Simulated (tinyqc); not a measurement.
Lorentz oscillators and the Kramers-Kronig relations: one step. Dielectric function at one energy. Four cases, with inputs chosen for the exercise.

Question. Evaluate each oscillator and the sum.

eps(E) = 1 + sum_j S_j/(E0_j^2 - E^2 - i G_j E).

Case 1.

Values chosen: E0 = (8.17, 11.67) eV (resonances); G = (1.84, 3.51) eV (widths); S = (83.3, 100.3) eV^2 (strengths); E = 10.44 eV (photon energy).

Case 2.

Values chosen: E0 = (7.78, 9.82) eV (resonances); G = (1.15, 2.38) eV (widths); S = (122.8, 106.5) eV^2 (strengths); E = 2.97 eV (photon energy).

Case 3.

Values chosen: E0 = (3.04, 6.28) eV (resonances); G = (0.43, 1.32) eV (widths); S = (20.2, 59.7) eV^2 (strengths); E = 1.92 eV (photon energy).

Case 4.

Values chosen (line positions loosely like those of Si; Lorentz tails absorb below the gap, where the real solid is clear; shifted at random, so the results belong to these values and not to a real crystal): E0 = (3.48, 4.11, 5.41) eV (resonances); G = (0.29, 0.36, 1.17) eV (widths); S = (43.6, 112.9, 49.4) eV^2 (strengths); E = 8.02 eV (photon energy).

Give: terms; eps(E); eps(0).

Answer.

Case 1.

terms: [-1.6340+0.7430i, 1.3099+1.7650i]

eps(E) = 0.6759+2.5080i
eps(0) = 2.9844

Case 2.

terms: [2.3646+0.1562i, 1.2077+0.0974i]

eps(E) = 4.5723+0.2536i
eps(0) = 4.1332

Case 3.

terms: [3.5577+0.5287i, 1.6615+0.1178i]

eps(E) = 6.2191+0.6465i
eps(0) = 4.6995

Case 4.

terms: [-0.8334+0.0371i, -2.3716+0.1444i, -1.3151+0.3520i]

eps(E) = -3.5202+0.5335i
eps(0) = 12.9717

Computed by tinyqc, one run a case: `OMP_NUM_THREADS=1 python tinyqc.py N N+1 out.jsonl` with N = 1681594, 1681978, 1682175, 1682197; one thread of a shared Intel(R) Xeon(R) Processor @ 2.30GHz, about 0.2 s a run at most.
